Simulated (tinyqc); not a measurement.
Comparisons within one model: heterojunction of two tight-binding chains. A value that a table varies takes the place of the one given here.

Left chain: hopping -t1, sites at 2 t1 (band bottom 0). Right chain: hopping -t2, sites at dE + 2 t2 (bottom dE). t = c/(m a^2), c = hbar^2/2m0. The bond across the interface is -tc with tc = f sqrt(t1 t2), and the last left site has the extra energy U. In a chain E = bottom + 2t (1 - cos(ka)); the surface Green function of a half chain is g = -exp(ika)/t, with Im k > 0 where cos(ka) > 1.

Constants: hbar^2/2m0 = 3.80998211 eV angstrom^2.

Values chosen for the exercise (masses and offset of the size met at InGaAs / InAlAs; the results hold for these values, not for the real material): a = 5.65 angstrom (site spacing); m1 = 0.041 m0 (mass on the left); m2 = 0.078 m0 (mass on the right); dE = 0.6 eV (band offset); f = 1 (factor on the interface hopping); U = -0.85 eV (extra energy on the last left site); E = 0.623 eV (electron energy).

## Transmission against energy, and which matching rule a chain obeys

Chain A is the junction as given; chain B has tc = sqrt(t1 t2) and U = 0; chain C has tc = t2 and U = t2 - t1, the finite-difference form of -d/dx (c/m) d/dx. Continuum formulas T = 4 x y/(x + y)^2 with parabolic k: x, y = k/m on each side (BenDaniel-Duke) or x, y = k (slope continuous).

T:
```
E - dE (eV)  E (eV)  chain A  chain B  chain C  k/m matched  k matched
0.002         0.602   0.1662   0.2668   0.1503       0.1540     0.2729
0.005         0.605   0.2496   0.3880   0.2267       0.2320     0.3960
0.010         0.610   0.3333   0.5010   0.3041       0.3109     0.5103
0.020         0.620   0.4355   0.6266   0.3995       0.4078     0.6365
0.050         0.650   0.5920   0.7917   0.5477       0.5576     0.8005
0.100         0.700   0.7138   0.8945   0.6650       0.6753     0.9010
0.200         0.800   0.8226   0.9628   0.7709       0.7811     0.9663
0.400         1.000   0.9058   0.9946   0.8523       0.8622     0.9954
```

How do the results move?

Chain C follows the k/m rule within 0.0103 and chain B the plain k rule within 0.0099, while the two rules differ by up to 0.2430: in B the self-energy of the right side is -t1 exp(i k2 a), so only k2 enters, and in C it is -t2 exp(i k2 a), which carries 1/m2. Chain A, with f = 1 and U = -0.85 eV, has an interface term of its own and lies up to 0.1997 from B and 0.0535 from C.

## When the interface binds a state

A state below both bands solves E - 2 t1 - U - S1(E) - S2(E) = 0 for E < 0, with S1 = -t1 z1, S2 = -(tc^2/t2) z2 and |z| < 1 the decaying root of z + 1/z = 2 - (E - bottom)/t. Decay lengths -a/ln|z|. The threshold is the U that solves the equation at E = 0. A dash: no bound state.

Interface state:
```
U (eV)   E (eV)  decay left (angstrom)  decay right (angstrom)
-0.40         -                      -                       -
-0.80         -                      -                       -
-1.21         -                      -                       -
-1.47   -0.0053                  132.8                     9.1
-1.74   -0.0415                   47.3                     8.9
-2.14   -0.1367                   26.1                     8.3
-2.68   -0.3184                   17.2                     7.5
-4.02   -0.9556                   10.0                     5.8
```

threshold U = -1.3394 eV

What can be read from the table?

The step pushes the state out, so an attraction must exceed 1.3394 eV to bind; 5 of the 8 rows are bound. At U = -4.02 eV the state decays over 10.0 angstrom to the left and 5.8 to the right, where the band lies higher.

## What each parameter does

T = 4 Im(S1) Im(S2) |G|^2 with G = 1/(E - 2 t1 - U - S1 - S2), S1 = -t1 exp(i k1 a), S2 = -(tc^2/t2) exp(i k2 a). Each row changes one parameter from the base and keeps the others.

Results:
```
case                    T    k1 a    k2 a
base               0.4581  0.4668  0.1227
m1 = 0.0492 m0     0.4017  0.5124  0.1227
m2 = 0.0936 m0     0.4891  0.4668  0.1344
dE = 0.55 eV       0.6672  0.4668  0.2189
f = 0.9            0.5206  0.4668  0.1227
U = -0.65 eV       0.5101  0.4668  0.1227
a = 4.52 angstrom  0.5165  0.3722  0.0981
```

What does this show?

The largest shifts from the base row, up to three for each result and ties (the steps differ in size, so this ranks the rows, not the parameters). T: dE +0.2091, f +0.0625, a +0.0585. k1 a: a -0.0946, m1 +0.0455; unchanged at the printed digits by m2, dE, f and U. k2 a: dE +0.0962, a -0.0246, m2 +0.0117; unchanged at the printed digits by m1, f and U.

Run: tinyqc, `OMP_NUM_THREADS=1 python tinyqc.py 1480948 1480949 out.jsonl`; Intel(R) Xeon(R) Processor @ 2.30GHz, one thread, shared host; about 0.01 s of CPU time with all checks.
